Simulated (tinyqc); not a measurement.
## Scale length and length offset from two DIBL values

Question. DIBL = exp(-Le/(2 l)) + 2 exp(-Le/l) with Le = L - dL. Find l, dL and the drawn length for a DIBL of 100 mV/V.

DIBL at drawn lengths 67 and 120 nm (mV/V): 115.45914  14.997951

Answer. With e = exp(-Le/(2 l)), 2 e^2 + e = DIBL gives e and so Le/l at each length; Le/l is a straight line in L with slope 1/l.

l = 14.0 nm
dL = 1.60 nm
length for 100 mV/V = 70.5 nm

Computed by the program tinyqc: `OMP_NUM_THREADS=1 python tinyqc.py 2002139 2002140 out.jsonl`, one thread of a shared Intel Xeon 2.30GHz, about 0.01 s for the whole run.
